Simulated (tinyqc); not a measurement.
Raising the sheet density: Gamma, L and X subbands of a thin body with non-parabolic valleys.

Hard walls, flat band, c = hbar^2/2m0, energies from the bulk Gamma edge. For a valley at angle theta to the normal 1/m_z = cos^2/ml + sin^2/mt and m_d = sqrt(ml mt^2/m_z). Subband n starts at E_v + e with e (1 + a e) = c (n pi/t)^2/m_z, and its density-of-states mass is taken as m_d (1 + 2 a e), without further growth at higher in-plane energy. Groups are named by valley and degeneracy.

n_i = g m/(2 pi c) kB T ln(1 + exp((EF - E_i)/kB T)), sum n_i = Ns (1e12/cm^2 = 1e-4/angstrom^2), c = hbar^2/2m0. Quantum capacitance Cq = 1602.176634 sum g m/(2 pi c) f_i in microfarad/cm^2 with f_i = 1/(1 + exp((E_i - EF)/kB T)); Cox = 34.5313/eot (one gate); C/Cox = Cq/(Cq + Cox), the centroid term left out.

Constants: hbar^2/2m0 = 3.80998211 eV angstrom^2; kB = 8.617333262e-05 eV/K.

Inputs chosen for the exercise (near those of a thin Ge channel; shifted at random, so the results belong to these values and not to a real crystal):
- face = 100 (surface)
- mG = 0.0378 m0 (Gamma mass)
- aG = 1.02 1/eV (Gamma non-parabolicity)
- EL = -0.176 eV (L edge above Gamma)
- mL = (1.653, 0.084) m0 (L valleys (four, along <111>): ml, mt)
- EX = 0.031 eV (X edge above Gamma)
- mX = (0.907, 0.187) m0 (Delta valleys (six, along <100>): ml, mt)
- aS = 0.59 1/eV (non-parabolicity of L and X)
- t = 84 angstrom (body thickness)
- T = 300 K (temperature)
- eot = 10 angstrom (equivalent oxide thickness)
- Nl = (0.5, 1, 2, 4, 7, 11, 16) x 1e12/cm^2 (sheet densities)

Fixed thickness, n = 1 to 8 of all groups; the gate overdrive above the lowest edge is (EF - E_lowest)/e + 0.1602177 Ns/Cox in volts.

Results:
```
Ns (1e12/cm^2)  EF - lowest (eV)  Gamma share (%)     Cq  C/Cox  overdrive (V)
0.5                       -0.086              0.0   3.05  0.469         -0.063
1.0                       -0.068              0.0   5.99  0.634         -0.021
2.0                       -0.049              0.0  11.57  0.770          0.044
4.0                       -0.029              0.0  21.65  0.862          0.157
7.0                       -0.012              0.0  34.42  0.909          0.313
11.0                       0.004              0.0  47.94  0.933          0.514
16.0                       0.019              0.0  60.70  0.946          0.761
```

The lowest subband is L4 n=1; the light Gamma level lies 259 meV above it, above that valley in the bulk already and lifted further by confinement. At the highest density band filling takes 0.019 V of the 0.761 V overdrive. Cq grows from 3.0 to 60.7 microfarad/cm^2 while EF moves from -0.086 to +0.019 eV against the lowest edge; the Gamma share stays near 0 %.

tinyqc: `OMP_NUM_THREADS=1 python tinyqc.py 1280936 1280937 out.jsonl`; about 0.04 s, one thread, shared Intel(R) Xeon(R) Processor @ 2.30GHz.
